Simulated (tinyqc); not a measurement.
From parabola to cone: four-band model of biased bilayer graphene near K.

Basis A1, B1, A2, B2, with B1 below A2; p = kx + i ky, v_j = (sqrt3/2) a g_j. Diagonal -U/2, -U/2, U/2, U/2; <A1|B1> = <A2|B2> = v0 p*, <B1|A2> = g1, <A1|B2> = v3 p, <A1|A2> = <B1|B2> = -v4 p*.

Values chosen for the exercise (near those used for Bernal bilayer graphene; shifted at random, so the results belong to these values and not to a real crystal):

| symbol | value | unit | meaning |
|---|---|---|---|
| a | 2.46 | angstrom | lattice constant |
| g0 | 2.83 | eV | hopping in a layer |
| g1 | 0.402 | eV | hopping of the dimer sites |
| g3 | 0 | eV | skew hopping A1-B2 |
| g4 | 0 | eV | skew hopping A1-A2 |

U = 0, along kx. Parabola: v0^2 k^2/g1. Hyperbola: sqrt(g1^2/4 + v0^2 k^2) - g1/2. Then bands 3 and 2 of the full matrix for +kx and band 3 for -kx.

Energies (eV):

| k (1/angstrom) | parabola | hyperbola | band 3, +kx | band 2, +kx | band 3, -kx |
|---|---|---|---|---|---|
| 0.002 | 0.0004 | 0.0004 | 0.0004 | -0.0004 | 0.0004 |
| 0.005 | 0.0023 | 0.0022 | 0.0022 | -0.0022 | 0.0022 |
| 0.010 | 0.0090 | 0.0088 | 0.0088 | -0.0088 | 0.0088 |
| 0.020 | 0.0362 | 0.0334 | 0.0334 | -0.0334 | 0.0334 |
| 0.030 | 0.0814 | 0.0694 | 0.0694 | -0.0694 | 0.0694 |
| 0.050 | 0.2261 | 0.1613 | 0.1613 | -0.1613 | 0.1613 |
| 0.080 | 0.5787 | 0.3215 | 0.3215 | -0.3215 | 0.3215 |
| 0.120 | 1.3021 | 0.5499 | 0.5499 | -0.5499 | 0.5499 |

What can be read from this table?

The parabola is 2 % above the hyperbola at 0.01 and a factor 2.37 at 0.12 1/angstrom, where the slope nears v0. With g3 = g4 = 0 the hyperbola is exact, the bands are isotropic and mirror images.

Run: tinyqc, `OMP_NUM_THREADS=1 python tinyqc.py 1450086 1450087 out.jsonl`; Intel(R) Xeon(R) Processor @ 2.30GHz, one thread, shared host; about 0.03 s of CPU time with all checks.
